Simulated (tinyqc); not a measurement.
# Energy and delay of logic against supply voltage: optimum supplies against the slope factor

One expression serves below and above threshold: I(Vg) = Ik [ln(1 + exp((Vg - VT + dd V)/(al nf Vt)))]^al, with I_on = I(V) and I_off = I(0). Gate delay td = kd C V/I_on, clock period LD td. Per gate and cycle the switching energy is act C V^2 and the leakage energy I_off V LD td. No short-circuit current, no variation. Minima are sought above 0.09 V; below a few Vt gates no longer switch and the model has no meaning.

V_min minimises the energy and V_EDP the product of energy and td.

Inputs (values chosen for the exercise); values of the order met in logic technologies: temperature T = 250 K; threshold voltage at zero drain bias VT = 0.4 V; barrier lowering per volt of supply dd = 0.07; specific current of a gate Ik = 1.1 uA; exponent of the current law al = 1.76; load capacitance of a gate C = 0.47 fF; delay factor kd = 0.9; logic depth LD = 16; activity factor act = 0.1.

Constants: q = 1.602176634e-19 C, kB = 1.380649e-23 J/K, Vt = kB T/q. Results are converted to the units shown.

Optimum supplies against the slope factor:

| nf | V_min (V) | energy at V_min (aJ) | leakage share (%) | clock at V_min (MHz) | V_EDP (V) | clock at V_EDP (GHz) |
|---|---|---|---|---|---|---|
| 1 | 0.1194 | 1.048 | 36.11 | 0.004416 | 0.9044 | 21.04 |
| 1.1 | 0.1313 | 1.269 | 36.13 | 0.02169 | 0.9044 | 17.79 |
| 1.2 | 0.1432 | 1.511 | 36.18 | 0.08098 | 0.9044 | 15.27 |
| 1.3 | 0.1552 | 1.776 | 36.26 | 0.2449 | 0.9044 | 13.26 |
| 1.4 | 0.1671 | 2.064 | 36.39 | 0.6270 | 0.9044 | 11.64 |
| 1.5 | 0.1791 | 2.376 | 36.58 | 1.404 | 0.9044 | 10.31 |
| 1.6 | 0.1910 | 2.715 | 36.85 | 2.820 | 0.9044 | 9.201 |

As nf goes from 1 to 1.6, V_min rises from 0.119 to 0.191 V, the energy there rises from 1.05 to 2.72 aJ, the clock there rises from 0.00442 to 2.82 MHz and V_EDP stays near 0.904 V.

Program tinyqc, `OMP_NUM_THREADS=1 python tinyqc.py 2082055 2082056 out.jsonl`; Intel Xeon 2.30GHz, shared host, one thread, about 0.01 s.
